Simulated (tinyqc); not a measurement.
Phonon-assisted absorption at an indirect gap, step by step. Values are carried at full precision from step to step, so a last printed digit may differ when a step is redone from the rounded ones.

alpha(E) = sum_j A_j [N_j (E - Eg + w_j)^2 + (N_j + 1)(E - Eg - w_j)^2], each bracket counted only where its base is positive; N_j = 1/(exp(w_j/kB T) - 1). The first term absorbs a phonon and the second emits one; excitons and direct transitions are left out.

Constants: kB = 8.617333262e-05 eV/K.

Values chosen for the exercise (loosely those of Si at room temperature; Eg is not tied to T; the results hold for these values, not for the real material): Eg = 1.123 eV (indirect gap, held fixed unless listed); w = (59.5, 18.4) meV (two zone-edge phonons); A = (3700, 630) 1/(cm eV^2) (their strengths); T = 200 K; E = 1.29 eV (photon energy); nr = 3.61 (refractive index); d = 2 micrometre (thickness); xj = 0.11 micrometre (dead layer at the surface); W = 3 micrometre (depleted width); L = 56 micrometre (minority diffusion length below it).

## The four branches at one energy

Evaluate the occupations and each term.

N_j: 0.03271  0.5240

terms with phonon absorption (1/cm): 6.208  11.35

terms with phonon emission (1/cm): 44.16  21.20

alpha = 82.91 1/cm
wavelength hc/E (hc = 1239.841984 eV nm) = 961.1 nm

Phonon absorption supplies 21.2 % of alpha; the depth 1/alpha is 121 micrometre.

## What a slab does with it

Slab of thickness d in air, incoherent passes: R = ((nr - 1)/(nr + 1))^2, x = exp(-alpha d); transmitted Tr = (1 - R)^2 x/(1 - R^2 x^2), reflected Rt = R + (1 - R)^2 R x^2/(1 - R^2 x^2), absorbed Ab = (1 - R)(1 - x)/(1 - R x).

d in cm is 1e-4 times the value in micrometres.

R = 0.3205
x = 0.9836
Tr = 0.5042
Rt = 0.4795
Ab = 0.0163

A single pass would absorb (1 - R)(1 - x) = 0.0112; the back face adds 0.0051.

## Quantum efficiency of a diode

Photodiode (Gaertner form with a dead layer): QE = (1 - R) exp(-alpha xj) [1 - exp(-alpha W)/(1 + alpha L)], R = ((nr - 1)/(nr + 1))^2; responsivity = QE/E in A/W for E in eV.

Evaluate the factors; 1 micrometre = 1e-4 cm.

passes the dead layer = 0.9991
collected share = 0.3339
QE = 0.2266
responsivity = 0.1757 A/W

Without diffusion from below the collected share would be 0.0246.

## Checks

- Tr + Rt + Ab against 1: both 1.000000.

Computed by tinyqc, a small Python program: `OMP_NUM_THREADS=1 python tinyqc.py 1682128 1682129 out.jsonl` (the numbers bound the seed that draws the inputs); one thread of a shared host (Intel(R) Xeon(R) Processor @ 2.30GHz), about 0.01 s for the whole set of steps.
